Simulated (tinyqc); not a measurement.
## Voltage acceleration of oxide breakdown, four models on the same data: lifetime against voltage in four models

Field E = V/tox in MV/cm. Models: ln(t63/1 s) = a - c X with X = E (E model), -1/E (1/E model), ln V (power law, c the exponent n) or sqrt(E).

a and c were fitted to stress data from 5.35 to 7.05 V. Project to Vu, multiply by exp[(Ea q/kB)(1/Tu - 1/Ts)] and by ks; ten years are 3.15576e8 s.

Parameters, values chosen for the exercise:

| symbol | value | unit | meaning |
|---|---|---|---|
| tox | 5.9 | nm | oxide thickness |
| Ts | 373 | K | stress temperature |
| Tu | 378 | K | use temperature |
| Ea | 0.62 | eV | activation energy |
| ks | 2.2e-5 |  | factor for area and percentile |

Constants: q = 1.602176634e-19 C, kB = 1.380649e-23 J/K. Results are converted to the units shown.

```
model         c         a
E       3.77360   46.0260
1/E     405.997  -32.7714
power   39.3181   77.8545
sqrt E  24.3893   85.3063
```

Lifetime against voltage in four models:
```
Vu (V)  log10 years, E  log10 years, 1/E  log10 years, power  log10 years, sqrt E
2.56            0.6104             14.14               5.493                2.717
3.1            -0.8896             7.058               2.225               0.5012
3.64            -2.390             2.080             -0.5171               -1.529
4.18            -3.889            -1.612              -2.879               -3.413
4.72            -5.389            -4.460              -4.954               -5.178
5.26            -6.889            -6.722              -6.803               -6.846
5.8             -8.389            -8.564              -8.472               -8.430
6.34            -9.889            -10.09              -9.992               -9.941
```

What does the comparison show?

The four agree within 0.20 decades in the last row, inside the stress range, and part by 13.5 decades in the first. The local exponent -d ln t/d ln V is c E for the E model, which shrinks as V falls, constant for the power law, and c/E for the 1/E model, which grows as V falls.

Range of the model: All four laws are empirical fits; none is established far below the stress range.

Program tinyqc, `OMP_NUM_THREADS=1 python tinyqc.py 2070080 2070081 out.jsonl`; Intel Xeon 2.30GHz, shared host, one thread, about 0.01 s.
